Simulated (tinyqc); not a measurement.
Lifetime against injection: carrier lifetime from Shockley-Read-Hall, radiative, Auger and surface recombination. Computed by tinyqc, a small Python program. Command: `OMP_NUM_THREADS=1 python tinyqc.py 3016155 3016156 out.jsonl lifetime walk`. One thread of a shared host (Intel(R) Xeon(R) Processor @ 2.30GHz), about 0.02 s of CPU time with the checks.

Energies are counted from the top of the valence band. Boltzmann statistics, full ionisation, and equal excess densities of electrons and holes.

Inputs (values chosen for the exercise, with bands modelled on ZnSe):
```
quantity                          value        unit
gap E_g                            2.73          eV
electron mass m_e                 0.152         m_0
valleys M_c                           1           -
hole mass m_h                     0.739         m_0
temperature T                       300           K
doping N                        6.8e+15       cm^-3
trap level E_t                     1.42          eV
trap density N_t                1.1e+12       cm^-3
electron cross-section sigma_n    4e-14        cm^2
hole cross-section sigma_p      1.8e-15        cm^2
radiative coefficient B         2.1e-10      cm^3/s
Auger coefficient C_n           1.2e-30      cm^6/s
Auger coefficient C_p           3.2e-30      cm^6/s
diffusion coefficient D              16      cm^2/s
surface velocity S                  760        cm/s
thickness W                          10  micrometre
```

Doping: n-type. Surface term: two equal surfaces.

Constants: m_0 = 9.1093837015e-31 kg; k_B = 1.380649e-23 J/K; h = 6.62607015e-34 J s; k_B = 8.617333262e-05 eV/K.

Method:
- N_c = 2 M_c (2 pi m_e k_B T/h^2)^(3/2) and N_v = 2 (2 pi m_h k_B T/h^2)^(3/2), masses in units of m_0.
- n_i = sqrt(N_c N_v) exp(-E_g/2 k_B T); majority density N/2 + sqrt(N^2/4 + n_i^2), minority density n_i^2 over it.
- v = sqrt(3 k_B T/m) with m_e or m_h; tau_n0 = 1/(sigma_n v_n N_t), tau_p0 = 1/(sigma_p v_p N_t); n1 = N_c exp(-(E_g - E_t)/k_B T), p1 = N_v exp(-E_t/k_B T).
- The slowest diffusion mode has x tan x = S W/(2 D) with 0 < x < pi/2 (bisection), and tau_s = W^2/(4 x^2 D). The common approximation is W/(2 S) + W^2/(pi^2 D).
- With n = n_0 + dn, p = p_0 + dn and U/dn = 1/tau: (n p - n_i^2)/dn = n_0 + p_0 + dn = s; 1/tau_SRH = s/[tau_p0 (n + n1) + tau_n0 (p + p1)]; 1/tau_rad = B s; 1/tau_Aug = (C_n n + C_p p) s; the rates add, with 1/tau_s.
- Rows stop below half the smaller effective density of states.

N_c = 1.48709e+18 cm^-3

N_v = 1.59418e+19 cm^-3

n_0 = 6.80e+15 cm^-3

p_0 = 4.79055e-25 cm^-3

tau_p0 = 3.71739e-05 s

n1 = 1.46321e-04 cm^-3

tau_n0 = 7.58666e-07 s

p1 = 2.22633e-05 cm^-3

tau_s = 6.63111e-07 s

Lifetimes (s):
```
dn (cm^-3)         SRH   radiative       Auger   effective  radiative efficiency  fastest channel
1.00e+10    3.7174e-05  7.0028e-07  1.8022e-02  3.3750e-07               0.48194          surface
1.00e+11    3.7174e-05  7.0027e-07  1.8021e-02  3.3749e-07               0.48195          surface
1.00e+12    3.7174e-05  7.0018e-07  1.8010e-02  3.3747e-07               0.48198          surface
1.00e+13    3.7175e-05  6.9925e-07  1.7899e-02  3.3726e-07               0.48231          surface
1.00e+14    3.7185e-05  6.9013e-07  1.6852e-02  3.3512e-07               0.48559          surface
1.00e+15    3.7271e-05  6.1050e-07  1.0207e-02  3.1516e-07               0.51624        radiative
1.00e+16    3.7626e-05  2.8345e-07  1.1412e-03  1.9749e-07               0.69675        radiative
1.00e+17    3.7884e-05  4.4587e-08  2.0893e-05  4.1649e-08               0.93410        radiative
```

What follows from these numbers?

tau_SRH goes from 3.72e-5 s at low injection (the minority capture time, 3.72e-5 s) to 3.79e-5 s in the last row; at high injection it tends to tau_n0 + tau_p0 = 3.79e-5 s. Ruling channel by row: surface from 1e10, radiative from 1e15 cm^-3.
